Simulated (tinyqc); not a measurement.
Inside a calculation. Model: three-phonon processes in a diatomic chain: dispersion, energy and momentum conservation, and decay channels of optical phonons. Computed by tinyqc, a small Python program that keeps every step. Command: `OMP_NUM_THREADS=1 python tinyqc.py 3121439 3121440 out.jsonl threeph walk`. One thread of a shared host (Intel(R) Xeon(R) Processor @ 2.30GHz), about 0.05 s of CPU time with the checks. Intermediate numbers are printed to about 6 digits and carried at full precision; extremes and crossings named in words are read from the listed rows.

Cell length a, two atoms, one spring constant. x = q a/pi runs from -1 to 1; A and O are the acoustic and optical branches. Matrix elements are not computed: only conservation laws and occupation factors are followed.

Inputs (values chosen for the exercise, for a model chain):
```
quantity                                   value           unit
light mass m                                10.8              u
heavy mass M                                16.8              u
spring constant k                            8.3  eV/angstrom^2
temperature T                                500              K
wave number of the decaying phonon q a/pi   0.42              -
zero-temperature width Gamma_0               1.3           1/cm
```

Constants: nu for 1 eV/(angstrom^2 u) = 15.6333042 THz; h x 1 THz = 4.135667696 meV; k_B = 8.617333262e-05 eV/K; c = 299792458 m/s.

## Band edges

omega^2 = k (1/m + 1/M) -/+ k sqrt((1/m + 1/M)^2 - 4 sin^2(pi x/2)/(m M)); nu = 15.6333042 THz x sqrt(omega^2) for eV/(angstrom^2 u). Acoustic top sqrt(2 k/M), optical bottom sqrt(2 k/m), optical top sqrt(2 k (1/m + 1/M)).

acoustic top = 15.5400 THz

optical bottom = 19.3817 THz

optical top = 24.8424 THz

optical top over twice the acoustic top = 0.799305

optical bottom over twice the acoustic top = 0.623610

optical width over acoustic top = 0.351391

The zone-centre optical phonon can decay into two acoustic ones: this needs M/m <= 3.

## Dispersion

The formulas are those given above.

Branches:
```
x     nu_A (THz)  nu_O (THz)
0.10      1.9022     24.7694
0.20      3.7910     24.5514
0.35      6.5686     23.9582
0.50      9.2348     23.0621
0.65     11.7260     21.9008
0.80     13.9228     20.5742
0.90     15.0531     19.7622
1.00     15.5400     19.3817
```

## Decay of the zone-centre phonon

O(0) -> A(x) + A(-x) needs nu_A(x) = nu_O(0)/2, which gives sin^2(pi x/2) = (3/16)(m + M)^2/(m M). Full width at half maximum Gamma = Gamma_0 (1 + 2 n), n = 1/(exp(h nu_A/(k_B T)) - 1); lifetime = 1/(2 pi c Gamma).

x of the products = 0.694766

their frequency = 12.4212 THz

occupation n = 0.435831

width Gamma = 2.43316 1/cm

lifetime = 2.18187 ps

## All channels at the given wave number

Processes for O(x): decay O -> A + A and O -> O + A with x = x' + x'' (mod 2), and absorption O + A -> O with x + x' = x'' (mod 2). Roots of the energy mismatch in x' are bracketed on 4001 points from -1 to 1 and refined. A process is umklapp (U) if the sum of wave numbers leaves (-1, 1]. Weight = occupation factor/|d mismatch/dx'|, the factor being 1 + n' + n'' for decay and n' - n'' for absorption. Pairs that differ only by exchanging two acoustic products count once, and the trivial root x' = 0 is left out.

nu_O(x) = 23.5761 THz

Channels:
```
process            x'       x''  nu' (THz)  nu'' (THz)  type  weight (1/THz)
O -> A + A  -0.466388  0.886388    8.64996     14.9261     N       0.0765848
```

1 channel(s) are open, 0 of them umklapp.

## Phase space against the mass ratio

Total weight summed over channels and averaged over x = 0.05, 0.15, ..., 0.95, with m and k fixed; share of those x with an open channel.

Optical phonons:
```
M/m  weight, A + A (1/THz)  weight, with O (1/THz)  share open
1.1               0.122976                       0         1.0
1.5               0.271337                       0         1.0
2.0               0.158709                       0         0.8
2.5               0.090654                       0         0.5
2.9               0.070079                       0         0.2
3.3               0.000000                       0         0.0
3.7               0.000000                       0         0.0
4.2               0.000000                       0         0.0
6.0               0.000000                       0         0.0
```

The A + A channel closes between M/m = 2.9 and 3.3 on this grid: energy conservation alone would allow it up to M/m = 4, where the optical bottom passes twice the acoustic top, but momentum must be conserved too. No channel with a second optical phonon opens at any ratio. A large gap that shuts such channels is one reason why crystals with very unequal masses can conduct heat well.

Checks made by the program: band edges against the dispersion (relative difference below 1e-10); frequency of the products (relative difference below 1e-10).
